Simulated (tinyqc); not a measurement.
Signal and retention of a DRAM cell: effect of the cell capacitance.

A stored one starts at Vd and leaks: Cs dV/dt = -I(V), I = a sqrt((V + Vb)/(Vd + Vb)) + b, with a = Ig exp[-(Eg1 q/kB)(1/T - 1/T0)] (generation in a depletion layer) and b = Is exp[-(Es q/kB)(1/T - 1/T0)]. The bit line is precharged to Vd/2, and charge sharing gives the signal (V - Vd/2) Cs/(Cs + Cb).

The cell fails below Vc = Vd/2 + dm (Cs + Cb)/Cs. With s = sqrt((Vc + Vb)/(Vd + Vb)), the time from Vd to Vc is t = [2 Cs (Vd + Vb)/a] [1 - s - (b/a) ln((a + b)/(a s + b))]. This time is the median of a log-normal spread: failing cells = Nc erfc(z/sqrt 2)/2, z = ln(t/tr)/sg.

Parameters, values chosen for the exercise: array voltage Vd = 1.2 V; bit-line capacitance Cb = 25 fF; smallest signal that the sense amplifier resolves dm = 59 mV; built-in plus back-bias voltage of the storage junction Vb = 1.61 V; junction leakage at V = Vd and T0 Ig = 5.7 fA; voltage-independent leakage at T0 Is = 0.07 fA; activation energy of Is Es = 0.38 eV; reference temperature T0 = 358 K; temperature T = 358 K; deviation of ln(retention time) over the cells sg = 0.9; cells Nc = 8.59e9; refresh interval tr = 64 ms; activation energy of Ig Eg1 = 0.59 eV.

Constants: q = 1.602176634e-19 C, kB = 1.380649e-23 J/K. Results are converted to the units shown.

Result of one run:

| Vc (V) | retention time (s) | failing cells |
|---|---|---|
| 0.7205 | 2.087 | 4.644e5 |

Which cell capacitance Cs gave this result: 8, 20, 24 or 32 fF?

Cs = 24 fF.

The whole series:

| Cs (fF) | Vc (V) | retention time (s) | failing cells |
|---|---|---|---|
| 4 | 1.028 | 0.1213 | 2.051e9 |
| 8 | 0.8434 | 0.5110 | 9.011e7 |
| 12 | 0.7819 | 0.9040 | 1.400e7 |
| 16 | 0.7512 | 1.298 | 3.546e6 |
| 20 | 0.7328 | 1.692 | 1.176e6 |
| 24 | 0.7205 | 2.087 | 4.644e5 |
| 28 | 0.7117 | 2.481 | 2.072e5 |
| 32 | 0.7051 | 2.876 | 1.013e5 |

The retention time rises from 0.121 to 2.88 s, as Cs^(2.08) between the first two rows and Cs^(1.11) between the last two: faster than Cs, because the margin Vd - Vc grows too. It vanishes at Cs = 2.73 fF, where even a fresh one gives only dm.

Range of the model: Real arrays also hold a tail of unusually leaky cells and cells whose retention varies in time, which this model lacks.

Computed by the program tinyqc: `OMP_NUM_THREADS=1 python tinyqc.py 2130142 2130143 out.jsonl`, one thread of a shared Intel Xeon 2.30GHz, about 0.01 s for the whole run.
